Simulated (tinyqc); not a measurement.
Gate-all-around wire, scale length and short-channel effects: two steps of the calculation.

A round wire of diameter ts in an insulator shell of thickness ti under a surrounding gate. Below threshold the potential that source and drain add obeys Laplace's equation and vanishes on the gate. Its lowest mode decays along the channel as exp(-k y); k is the smallest positive root of the matching condition at the interface, and the scale length is Lambda = pi/k.

Values chosen for this exercise; permittivities: semiconductor close to that of germanium, insulator close to that of silicon dioxide: relative permittivity of the semiconductor eps_r = 15.9; relative permittivity of the insulator ei = 3.93; insulator thickness ti = 2.1 nm; wire diameter ts = 12.8 nm.

Question 1. Decay constant by Newton steps. f(k) = ei J0(u)[J1(u) Y0(v) - Y1(u) J0(v)] - eps_r J1(u)[J0(u) Y0(v) - Y0(u) J0(v)], u = k ts/2, v = u + k ti; f' by a central difference with +/- 1e-5 1/nm; k(new) = k - f/f'.

k after iteration 1 = 0.18164836 1/nm

Give: f; f'; k after iteration 2.

Answer 1.

f = 0.01761
f' = -19.44 nm
k after iteration 2 = 0.1826 1/nm

Question 2. Scale length against simple estimates. Lambda = pi/k and l = 1/k. A parabolic potential across the structure gives l(parabolic) = sqrt([2 eps_r ts^2 ln(1 + 2 ti/ts) + ei ts^2]/(16 ei)).

k = 0.18255810 1/nm

Wanted: Lambda; l; l(parabolic).

Answer 2.

Lambda = 17.21 nm
l = 5.478 nm
l(parabolic) = 5.810 nm

Computed by the program tinyqc: `OMP_NUM_THREADS=1 python tinyqc.py 2420002 2420003 out.jsonl`, one thread of a shared Intel Xeon 2.30GHz, about 0.01 s for the whole run.
